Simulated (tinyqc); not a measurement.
Inside a calculation. Method: CIS and TDHF on RHF in the 6-31g basis, for H3+, spin multiplicity 1. Computed by tinyqc, a small Python program that keeps every step (integrals from PySCF). Settings: charge = 1, multiplicity = 1, basis = 6-31g, method = RHF, energy threshold = 1e-10, iteration cap = 80, orthogonalisation = symmetric, start = core, DIIS depth = 6, TDHF = 1. Command: `OMP_NUM_THREADS=1 python tinyqc.py 23565 23566 out.jsonl` (the two numbers bound the seeds that draw the settings). One thread of a shared host (Intel(R) Xeon(R) Processor @ 2.60GHz), about 0.05 s of CPU time with the checks. The early iterations of the SCF are left out here.

## One-electron integrals

Geometry (angstrom):
```
atom         x         y         z
H     0.000000  0.000000  0.000000
H     0.000000  0.000000  0.761000
H     0.000000  0.708000  0.280000
```

Basis 6-31g: exponents (1/bohr^2) and contraction coefficients of normalised primitives:
```
element  l (shell)   exponent  coefficient
H            s (1)  18.731137     0.033495
H            s (1)   2.825394     0.234727
H            s (1)   0.640122     0.813757
H            s (2)   0.161278     1.000000
```

Overlap, kinetic and nuclear-attraction integrals over the contracted functions; the nuclear repulsion is the sum of Za Zb / Rab.

nuclear repulsion = 2.00866042 hartree

overlap S, lower triangle:
```
          1H 1s     1H 2s     2H 1s     2H 2s     3H 1s     3H 2s
1H 1s  1.000000
1H 2s  0.658292  1.000000
2H 1s  0.436635  0.501587  1.000000
2H 2s  0.501587  0.846396  0.658292  1.000000
3H 1s  0.436321  0.501459  0.357007  0.466732  1.000000
3H 2s  0.501459  0.846264  0.466732  0.809797  0.658292  1.000000
```

kinetic energy T (hartree), lower triangle:
```
          1H 1s     1H 2s     2H 1s     2H 2s     3H 1s     3H 2s
1H 1s  1.395678
1H 2s  0.259735  0.241917
2H 1s  0.210254  0.161792  1.395678
2H 2s  0.161792  0.181993  0.259735  0.241917
3H 1s  0.209879  0.161717  0.121783  0.141664  1.395678
3H 2s  0.161717  0.181943  0.141664  0.168350  0.259735  0.241917
```

nuclear attraction V (hartree), lower triangle:
```
           1H 1s      1H 2s      2H 1s      2H 2s      3H 1s      3H 2s
1H 1s  -3.023931
1H 2s  -1.601837  -1.686501
2H 1s  -1.299053  -1.243868  -2.953019
2H 2s  -1.264262  -1.479796  -1.564470  -1.662092
3H 1s  -1.298019  -1.243472  -1.045261  -1.159831  -2.952726
3H 2s  -1.263945  -1.479574  -1.159909  -1.419065  -1.564321  -1.662001
```

core Hamiltonian H = T + V (hartree), lower triangle:
```
           1H 1s      1H 2s      2H 1s      2H 2s      3H 1s      3H 2s
1H 1s  -1.628253
1H 2s  -1.342101  -1.444584
2H 1s  -1.088799  -1.082075  -1.557341
2H 2s  -1.102469  -1.297803  -1.304734  -1.420175
3H 1s  -1.088140  -1.081755  -0.923479  -1.018167  -1.557048
3H 2s  -1.102228  -1.297631  -1.018245  -1.250715  -1.304586  -1.420084
```

## Two-electron integrals

Functions are numbered as in S; the eight-fold symmetry (ij|kl) = (ji|kl) = (kl|ij) leaves the list below.

Two-electron integrals (ij|kl) in chemists' order, unique and non-zero (hartree):
```
(11|11) 1.076566   (21|11) 0.578470   (21|21) 0.329423   (22|11) 0.587396
(22|21) 0.361304   (22|22) 0.453150   (31|11) 0.388455   (31|21) 0.221359
(31|22) 0.241926   (31|31) 0.183630   (32|11) 0.337440   (32|21) 0.204863
(32|22) 0.247611   (32|31) 0.177029   (32|32) 0.190283   (33|11) 0.649067
(33|21) 0.401213   (33|22) 0.493661   (33|31) 0.388455   (33|32) 0.433923
(33|33) 1.076566   (41|11) 0.433923   (41|21) 0.248003   (41|22) 0.273563
(41|31) 0.177029   (41|32) 0.167206   (41|33) 0.337440   (41|41) 0.190283
(42|11) 0.474818   (42|21) 0.293729   (42|22) 0.373146   (42|31) 0.213997
(42|32) 0.228918   (42|33) 0.474818   (42|41) 0.228918   (42|42) 0.324631
(43|11) 0.401213   (43|21) 0.247991   (43|22) 0.309937   (43|31) 0.221359
(43|32) 0.248003   (43|33) 0.578470   (43|41) 0.204863   (43|42) 0.293729
(43|43) 0.329423   (44|11) 0.493661   (44|21) 0.309937   (44|22) 0.407435
(44|31) 0.241926   (44|32) 0.273563   (44|33) 0.587396   (44|41) 0.247611
(44|42) 0.373146   (44|43) 0.361304   (44|44) 0.453150   (51|11) 0.388124
(51|21) 0.221178   (51|22) 0.241741   (51|31) 0.157557   (51|32) 0.146815
(51|33) 0.290743   (51|41) 0.170016   (51|42) 0.202157   (51|43) 0.178347
(51|44) 0.217217   (51|51) 0.183355   (52|11) 0.337284   (52|21) 0.204777
(52|22) 0.247525   (52|31) 0.146866   (52|32) 0.148814   (52|33) 0.299037
(52|41) 0.158928   (52|42) 0.211114   (52|43) 0.185515   (52|44) 0.233621
(52|51) 0.176846   (52|52) 0.190185   (53|11) 0.255864   (53|21) 0.154508
(53|22) 0.183216   (53|31) 0.131941   (53|32) 0.137543   (53|33) 0.306413
(53|41) 0.125727   (53|42) 0.166990   (53|43) 0.176185   (53|44) 0.195195
(53|51) 0.131857   (53|52) 0.137514   (53|53) 0.121011   (54|11) 0.300160
(54|21) 0.183759   (54|22) 0.225547   (54|31) 0.138280   (54|32) 0.144010
(54|33) 0.296815   (54|41) 0.144907   (54|42) 0.197624   (54|43) 0.182089
(54|44) 0.224429   (54|51) 0.160231   (54|52) 0.175232   (54|53) 0.132604
(54|54) 0.164543   (55|11) 0.648845   (55|21) 0.401102   (55|22) 0.493587
(55|31) 0.290879   (55|32) 0.299088   (55|33) 0.593034   (55|41) 0.314302
(55|42) 0.425840   (55|43) 0.372556   (55|44) 0.473478   (55|51) 0.388124
(55|52) 0.433806   (55|53) 0.306413   (55|54) 0.402106   (55|55) 1.076566
(61|11) 0.433806   (61|21) 0.247937   (61|22) 0.273492   (61|31) 0.170110
(61|32) 0.158954   (61|33) 0.314308   (61|41) 0.187973   (61|42) 0.224729
(61|43) 0.193313   (61|44) 0.239341   (61|51) 0.176846   (61|52) 0.167102
(61|53) 0.125700   (61|54) 0.150589   (61|55) 0.337284   (61|61) 0.190185
(62|11) 0.474724   (62|21) 0.293672   (62|22) 0.373078   (62|31) 0.202273
(62|32) 0.211147   (62|33) 0.425822   (62|41) 0.224744   (62|42) 0.313520
(62|43) 0.266784   (62|44) 0.348969   (62|51) 0.213808   (62|52) 0.228821
(62|53) 0.166971   (62|54) 0.210380   (62|55) 0.474724   (62|61) 0.228821
(62|62) 0.324529   (63|11) 0.300216   (63|21) 0.183787   (63|22) 0.225566
(63|31) 0.160353   (63|32) 0.175275   (63|33) 0.402106   (63|41) 0.150643
(63|42) 0.210415   (63|43) 0.230036   (63|44) 0.254127   (63|51) 0.138202
(63|52) 0.143982   (63|53) 0.132604   (63|54) 0.140383   (63|55) 0.296815
(63|61) 0.144894   (63|62) 0.197609   (63|63) 0.164543   (64|11) 0.421117
(64|21) 0.262856   (64|22) 0.340857   (64|31) 0.195771   (64|32) 0.214429
(64|33) 0.448912   (64|41) 0.206711   (64|42) 0.302165   (64|43) 0.278104
(64|44) 0.354455   (64|51) 0.195636   (64|52) 0.214379   (64|53) 0.167033
(64|54) 0.202867   (64|55) 0.448912   (64|61) 0.206662   (64|62) 0.302125
(64|63) 0.202867   (64|64) 0.297163   (65|11) 0.401102   (65|21) 0.247934
(65|22) 0.309896   (65|31) 0.178440   (65|32) 0.185549   (65|33) 0.372556
(65|41) 0.193318   (65|42) 0.266798   (65|43) 0.233096   (65|44) 0.298595
(65|51) 0.221178   (65|52) 0.247937   (65|53) 0.176185   (65|54) 0.230036
(65|55) 0.578470   (65|61) 0.204777   (65|62) 0.293672   (65|63) 0.182089
(65|64) 0.278104   (65|65) 0.329423   (66|11) 0.493587   (66|21) 0.309896
(66|22) 0.407396   (66|31) 0.217350   (66|32) 0.233670   (66|33) 0.473478
(66|41) 0.239371   (66|42) 0.348998   (66|43) 0.298595   (66|44) 0.396735
(66|51) 0.241741   (66|52) 0.273492   (66|53) 0.195195   (66|54) 0.254127
(66|55) 0.587396   (66|61) 0.247525   (66|62) 0.373078   (66|63) 0.224429
(66|64) 0.354455   (66|65) 0.361304   (66|66) 0.453150
```

## Orthogonalisation

S = U s U^T; symmetric (Loewdin) form X = U s^(-1/2) U^T, so that X^T S X = 1.

eigenvalues of S: 0.093866  0.120034  0.542896  0.593188  0.713163  3.936854

X, lower triangle:
```
           1H 1s      1H 2s      2H 1s      2H 2s      3H 1s     3H 2s
1H 1s   1.318931
1H 2s  -0.516595   2.310066
2H 1s  -0.161819   0.054265   1.298137
2H 2s   0.062021  -0.755106  -0.509674   2.134757
3H 1s  -0.161533   0.054174  -0.087436   0.040082   1.298035
3H 2s   0.061949  -0.754367   0.040101  -0.550532  -0.509645  2.134110
```

## Iteration 6 (converged): orbitals

converged F (hartree), lower triangle:
```
           1H 1s      1H 2s      2H 1s      2H 2s      3H 1s      3H 2s
1H 1s  -0.660777
1H 2s  -0.886263  -0.796965
2H 1s  -0.834447  -0.783983  -0.591081
2H 2s  -0.806258  -0.767408  -0.841460  -0.772810
3H 1s  -0.834123  -0.783768  -0.753722  -0.751361  -0.590802
3H 2s  -0.806131  -0.767337  -0.751449  -0.747992  -0.841285  -0.772724
```

Diagonalise F' = X^T F X, C = X C', fill 1 alpha and 1 beta electrons from the bottom; D = 2 C_occ C_occ^T. Each column has its largest component positive (the first on a tie).

F' = X^T F X (hartree), lower triangle:
```
           1          2          3          4          5          6
1   0.111800
2  -0.559768   0.001341
3  -0.455016  -0.088047   0.109710
4  -0.090000  -0.151310  -0.549220  -0.007360
5  -0.454560  -0.088087  -0.332364  -0.099896   0.109665
6  -0.090050  -0.151279  -0.099905  -0.143568  -0.549171  -0.007399
```

orbital energies (hartree): MO1 -1.277689, MO2 -0.185490, MO3 -0.143534, MO4 0.256500, MO5 0.763729, MO6 0.904240

coefficients C:
```
            MO1        MO2        MO3        MO4        MO5        MO6
1H 1s  0.349750  -0.000520   0.258996  -0.572161   0.001708  -1.244844
1H 2s  0.097668  -0.002400   1.844962   0.666010  -0.002515   1.700412
2H 1s  0.323596  -0.254050  -0.116582  -0.532565   1.021707   0.687716
2H 2s  0.097835  -1.316010  -0.966553   0.444191  -1.419800  -0.898253
3H 1s  0.323500   0.254460  -0.115865  -0.532404  -1.024069   0.684043
3H 2s  0.097837   1.318782  -0.961229   0.443485   1.422796  -0.893319
```

D after iteration 6, lower triangle:
```
          1H 1s     1H 2s     2H 1s     2H 2s     3H 1s     3H 2s
1H 1s  0.244650
1H 2s  0.068319  0.019078
2H 1s  0.226355  0.063210  0.209429
2H 2s  0.068435  0.019111  0.063318  0.019143
3H 1s  0.226288  0.063191  0.209367  0.063299  0.209305
3H 2s  0.068437  0.019111  0.063320  0.019144  0.063301  0.019144
```

## Convergence

Stop when the energy changes by less than 1e-10 hartree and every element of the error matrix X^T (F D S - S D F) X is below 3e-06.

Course of the cycle:
```
iteration  E (hartree)     change  largest element of the error matrix
1          -1.24021331          -                             1.07e-01
2          -1.26730710  -2.71e-02                             1.78e-02
3          -1.26822006  -9.13e-04                             3.77e-04
4          -1.26822022  -1.54e-07                             2.02e-05
5          -1.26822022  -1.31e-09                             6.53e-07
6          -1.26822022  -8.22e-13                             7.89e-09
```

PySCF RHF in the same basis = -1.26822022 hartree

Converged in 6 iterations.

## Integrals over molecular orbitals

(pq|rs) = sum C_ip C_jq C_kr C_ls (ij|kl), one index at a time.

one-electron integrals over orbitals h = C^T H C (hartree), lower triangle:
```
           1          2          3          4          5          6
1  -1.999191
2   0.000071  -1.053785
3  -0.013597  -0.000005  -0.988885
4   0.146163  -0.000034   0.005121  -0.620443
5  -0.000040   0.260187   0.000006   0.000058  -0.344758
6   0.009588   0.000002   0.252598  -0.011868  -0.000010  -0.269995
```

Two-electron integrals over orbitals (pq|rs), unique and non-zero (hartree):
```
(11|11) 0.721502    (21|11) -0.000071   (21|21) 0.084849    (22|11) 0.476572
(22|21) 0.000167    (22|22) 0.423518    (31|11) 0.013597    (31|21) 8.91e-07
(31|22) -0.025981   (31|31) 0.071631    (32|11) 3.16e-06    (32|21) -0.032878
(32|22) -0.000029   (32|31) -0.000127   (32|32) 0.032527    (33|11) 0.458491
(33|21) -0.000158   (33|22) 0.358058    (33|31) 0.025257    (33|32) 0.000028
(33|33) 0.401031    (41|11) -0.146163   (41|21) 0.000026    (41|22) -0.049261
(41|31) -0.004490   (41|32) -1.96e-07   (41|33) -0.041199   (41|41) 0.068413
(42|11) 0.000030    (42|21) 0.017069    (42|22) 0.000073    (42|31) 1.77e-06
(42|32) -0.012267   (42|33) -0.000048   (42|41) -0.000023   (42|42) 0.036960
(43|11) -0.004805   (43|21) 1.96e-06    (43|22) -0.014479   (43|31) 0.024247
(43|32) -0.000060   (43|33) 0.009424    (43|41) 0.004380    (43|42) 1.09e-06
(43|43) 0.043800    (44|11) 0.472678    (44|21) -0.000058   (44|22) 0.369497
(44|31) 0.010873    (44|32) 4.41e-06    (44|33) 0.367243    (44|41) -0.056131
(44|42) -0.000010   (44|43) 0.003469    (44|44) 0.375692    (51|11) 0.000040
(51|21) -0.082249   (51|22) -0.000168   (51|31) -2.91e-06   (51|32) 0.029921
(51|33) 0.000131    (51|41) -0.000023   (51|42) 0.013259    (51|43) -4.99e-07
(51|44) 0.000032    (51|51) 0.110221    (52|11) -0.171218   (52|21) -0.000128
(52|22) -0.085857   (52|31) 0.021711    (52|32) 4.87e-06    (52|33) -0.061951
(52|41) 0.061364    (52|42) 0.000023    (52|43) -0.001744   (52|44) -0.071476
(52|51) 0.000204    (52|52) 0.095196    (53|11) -4.43e-06   (53|21) 0.023017
(53|22) 1.26e-06    (53|31) 0.000102    (53|32) -0.004992   (53|33) -2.64e-06
(53|41) 2.50e-06    (53|42) -0.006208   (53|43) -0.000016   (53|44) -9.27e-07
(53|51) -0.033151   (53|52) -0.000010   (53|53) 0.016819    (54|11) -0.000041
(54|21) 0.066136    (54|22) 0.000137    (54|31) 2.91e-06    (54|32) -0.025712
(54|33) -0.000116   (54|41) 0.000017    (54|42) 0.014063    (54|43) 2.39e-06
(54|44) -0.000044   (54|51) -0.069332   (54|52) -0.000113   (54|53) 0.018605
(54|54) 0.063904    (55|11) 0.609354    (55|21) 0.000318    (55|22) 0.466267
(55|31) -0.046245   (55|32) -0.000040   (55|33) 0.389942    (55|41) -0.116003
(55|42) 0.000015    (55|43) -0.005920   (55|44) 0.419779    (55|51) -0.000439
(55|52) -0.169969   (55|53) 0.000021    (55|54) 0.000304    (55|55) 0.617532
(61|11) -0.009588   (61|21) -1.68e-06   (61|22) 0.033842    (61|31) -0.077612
(61|32) 0.000149    (61|33) -0.027135   (61|41) 0.004795    (61|42) -7.50e-07
(61|43) 0.005975    (61|44) -0.007082   (61|51) 3.88e-06    (61|52) -0.040387
(61|53) -0.000165   (61|54) -3.31e-06   (61|55) 0.079704    (61|61) 0.120443
(62|11) -1.82e-06   (62|21) 0.034854    (62|22) 0.000011    (62|31) 0.000147
(62|32) -0.011371   (62|33) -0.000008   (62|41) 1.55e-06    (62|42) -0.005067
(62|43) -0.000009   (62|44) -7.45e-07   (62|51) -0.046285   (62|52) -0.000016
(62|53) 0.019350    (62|54) 0.028482    (62|55) 0.000040    (62|61) -0.000226
(62|62) 0.026167    (63|11) -0.165105   (63|21) 0.000155    (63|22) -0.065376
(63|31) -0.028124   (63|32) -0.000006   (63|33) -0.070686   (63|41) 0.058154
(63|42) -0.000033   (63|43) 0.003191    (63|44) -0.070460   (63|51) -0.000186
(63|52) 0.053309    (63|53) 0.000011    (63|54) 0.000118    (63|55) -0.108309
(63|61) 0.038522    (63|62) 0.000013    (63|63) 0.083366    (64|11) 0.008331
(64|21) 1.69e-06    (64|22) -0.023344   (64|31) 0.057828    (64|32) -0.000107
(64|33) 0.019663    (64|41) -0.003425   (64|42) 1.54e-06    (64|43) 0.017270
(64|44) 0.008434    (64|51) -3.04e-06   (64|52) 0.022574    (64|53) 0.000095
(64|54) 3.56e-06    (64|55) -0.051527   (64|61) -0.073104   (64|62) 0.000137
(64|63) -0.024105   (64|64) 0.061358    (65|11) 0.000007    (65|21) -0.069255
(65|22) -0.000045   (65|31) -0.000254   (65|32) 0.036102    (65|33) 0.000038
(65|41) -3.58e-06   (65|42) 0.002568    (65|43) -4.83e-06   (65|44) 0.000008
(65|51) 0.088230    (65|52) 0.000035    (65|53) -0.026413   (65|54) -0.062240
(65|55) -0.000114   (65|61) 0.000393    (65|62) -0.038862   (65|63) -0.000030
(65|64) -0.000260   (65|65) 0.082797    (66|11) 0.647339    (66|21) -0.000370
(66|22) 0.418521    (66|31) 0.057969    (66|32) 0.000041    (66|33) 0.453233
(66|41) -0.129876   (66|42) 0.000042    (66|43) -0.004411   (66|44) 0.441570
(66|51) 0.000431    (66|52) -0.128457   (66|53) -0.000027   (66|54) -0.000310
(66|55) 0.518249    (66|61) -0.080656   (66|62) -0.000040   (66|63) -0.170857
(66|64) 0.054202    (66|65) 0.000109    (66|66) 0.664398
```

## CIS matrix, singlets

A(ia,jb) = (e_a - e_i) d_ij d_ab + 2 (ia|jb) - (ij|ab).

CIS matrix A, singlet (hartree), lower triangle:
```
           1>2        1>3        1>4       1>5       1>6
1>2   0.785325
1>3  -0.000001   0.818926
1>4   0.000021  -0.004175   1.198338
1>5   0.006720  -0.000001  -0.000005  1.652506
1>6  -0.000002   0.009882   0.001258  0.000001  1.775477
```

## CIS singlet states

dipole integrals <i|r|a> (bohr):
```
            x          y          z
1>2  0.000000   0.692459  -0.469024
1>3  0.000000  -0.439012  -0.648199
1>4  0.000000  -0.015261  -0.022310
1>5  0.000000  -0.178714   0.121058
1>6  0.000000   0.135469   0.200029
```

Diagonalise A (1 hartree = 27.211386 eV); each vector has its largest component positive (the first on a tie). The transition dipole is mu = sqrt2 sum c_ia <i|r|a>.

singlet excitation energies (eV): 21.368369  22.280069  32.609618  44.968401  48.316028

lowest vectors:
```
       state 1    state 2    state 3    state 4    state 5
1>2   0.999970  -0.000033   0.000052   0.007748  -0.000001
1>3   0.000034   0.999886  -0.011053  -0.000002   0.010320
1>4  -0.000052   0.011032   0.999937  -0.000011   0.002105
1>5  -0.007748   0.000002   0.000010   0.999970   0.000008
1>6   0.000001  -0.010343  -0.001991  -0.000007   0.999945
```

oscillator strengths 2/3 w |mu|^2: 0.735269  0.673734  0.000568  0.096588  0.129007

## TDHF (RPA) singlet states

B(ia,jb) = 2 (ia|jb) - (ib|ja); the squared energies are the eigenvalues of (A - B)(A + B); 1 hartree = 27.211386 eV.

TDHF matrix B, singlet (hartree), lower triangle:
```
           1>2        1>3        1>4       1>5       1>6
1>2   0.084849
1>3   0.000001   0.071631
1>4   0.000026  -0.004490   0.068413
1>5  -0.082249  -0.000003  -0.000023  0.110221
1>6  -0.000002  -0.077612   0.004795  0.000004  0.120443
```

squared energies w^2 (hartree^2): 0.604743  0.661103  1.431379  2.709981  3.130269

TDHF energies from the positive w^2 (eV): 21.161001  22.125105  32.555773  44.795441  48.143929

## CIS matrix, triplets

A(ia,jb) = (e_a - e_i) d_ij d_ab - (ij|ab).

CIS matrix A, triplet (hartree), lower triangle:
```
           1>2       1>3        1>4        1>5       1>6
1>2   0.615628
1>3  -0.000003  0.675664
1>4  -0.000030  0.004805   1.061512
1>5   0.171218  0.000004   0.000041   1.432064
1>6   0.000002  0.165105  -0.008331  -0.000007  1.534590
```

## CIS triplet states

Diagonalise A (1 hartree = 27.211386 eV); each vector has its largest component positive (the first on a tie).

triplet excitation energies (eV): 15.814573  17.549359  28.884859  39.905950  42.595067

lowest vectors:
```
       state 1    state 2    state 3   state 4    state 5
1>2   0.980350  -0.000061  -0.000093  0.197268  -0.000009
1>3   0.000061   0.983076   0.017389  0.000018   0.182368
1>4   0.000077  -0.014992   0.999782  0.000083  -0.014517
1>5  -0.197268   0.000007  -0.000067  0.980350  -0.000060
1>6  -0.000013  -0.182581   0.011538  0.000060   0.983123
```

## TDHF (RPA) triplet states

B(ia,jb) = - (ib|ja); the squared energies are the eigenvalues of (A - B)(A + B); 1 hartree = 27.211386 eV.

TDHF matrix B, triplet (hartree), lower triangle:
```
           1>2        1>3        1>4        1>5        1>6
1>2  -0.084849
1>3  -0.000001  -0.071631
1>4  -0.000026   0.004490  -0.068413
1>5   0.082249   0.000003   0.000023  -0.110221
1>6   0.000002   0.077612  -0.004795  -0.000004  -0.120443
```

squared energies w^2 (hartree^2): 0.320077  0.401681  1.122058  2.135481  2.432809

TDHF energies from the positive w^2 (eV): 15.394929  17.246114  28.824276  39.764771  42.442864
